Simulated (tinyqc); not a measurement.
Chemically amplified photoresist: aerial image, acid generation, bake, development and line width. Changing the image contrast (as defocus does). Computed by tinyqc, a small Python program. Command: `OMP_NUM_THREADS=1 python tinyqc.py 3005449 3005450 out.jsonl resist sweep`. One thread of a shared host (Intel(R) Xeon(R) Processor @ 2.30GHz), about 0.02 s of CPU time with the checks.

Lines and spaces of pitch p with a two-beam-like image; x = 0 is the middle of the bright space. The resist is positive and treated as uniform in depth.

Inputs (values chosen for the exercise, for a model resist at 193 nm):
```
quantity                                         value     unit
pitch p                                            110       nm
mean dose E                                       12.9  mJ/cm^2
Dill parameter C                                 0.046  cm^2/mJ
quencher load q, relative to the acid generator  0.062        -
acid diffusivity D                                 1.4   nm^2/s
bake time t                                         45        s
amplification rate k_amp                         0.025      1/s
threshold protection m_th                         0.46        -
development selectivity n                           12        -
largest rate r_max                                 310     nm/s
smallest rate r_min                               0.02     nm/s
resist thickness d                                  98       nm
development time t_d                                60        s
photon energy                                     6.42       eV
absorption coefficient alpha                      0.68     1/um
```

Method:
- Dose E(x) = E [1 + c cos(2 pi x/p)]; acid h = 1 - exp(-C E(x)).
- Bake: the acid image is blurred by a Gaussian of variance sigma^2 = 2 D t (each Fourier term k of h, taken on 64 points, is multiplied by exp(-4 pi^2 k^2 D t/p^2)).
- Cosine coefficients: h(x) = sum_k h_k cos(2 pi k x/p).
- The quencher then removes q, h_eff = max(h_blurred - q, 0); protection m = exp(-k_amp t h_eff).
- Mack rate r = r_max (a + 1)(1 - m)^n/(a + (1 - m)^n) + r_min, a = ((n + 1)/(n - 1))(1 - m_th)^n.
- Edge: vertical development clears the film where r t_d >= d; the space width is twice the x where r = d/t_d.
- Dose sensitivity = d ln(width)/d ln E from widths at 1.005 E and E/1.005; image log-slope at the edge = |d ln E/dx|, normalised by the width (NILS); latitude for 10 % of width = 10 %/sensitivity.
- The edge lies at x = width/2.
- Absorbed photons per volume N = E(edge) alpha/(photon energy), 1 mJ/cm^2 = 62.41509 eV/nm^2, alpha in 1/nm; a Gaussian blur averages over a volume V = (2 sqrt(pi) sigma)^3; relative noise 1/sqrt(N V); edge noise sigma_x = (dh/d ln E) noise/|dh/dx|, with both derivatives of the blurred acid at the edge.

One run for each value:
```
image contrast c  dose latitude (%)  space width (nm)  edge noise from photons (nm)    NILS
0.25                          3.078            53.022                        1.1666  0.7454
0.36                          4.452            52.960                        0.8029  1.0649
0.46                          5.707            52.766                        0.6216  1.3442
0.57                          7.101            52.486                        0.4942  1.6375
0.68                          8.517            52.170                        0.4068  1.9146
0.79                          9.964            51.833                        0.3428  2.1742
0.89                         11.317            51.514                        0.2976  2.3941
1.00                         12.856            51.155                        0.2577  2.6175
```

Over the rows, dose latitude (%) rises from 3.08 to 12.9 (exponent d ln y / d ln x 1.0 between the first rows and 1.1 between the last); space width (nm) falls from 53.0 to 51.2 (exponent d ln y / d ln x -0.0032 between the first rows and -0.060 between the last); edge noise from photons (nm) falls from 1.17 to 0.258 (exponent d ln y / d ln x -1.0 between the first rows and -1.2 between the last). The image slope at the edge is nearly proportional to c, so latitude follows it and edge noise goes inversely.

Caution (all rows): lateral development, standing waves and the joint diffusion of acid and quencher are left out, so widths are indicative. Caution (all rows): the noise counts photons alone (acid and quencher statistics add to it) and takes the film as thicker than the blur; a thinner film averages in two dimensions only.
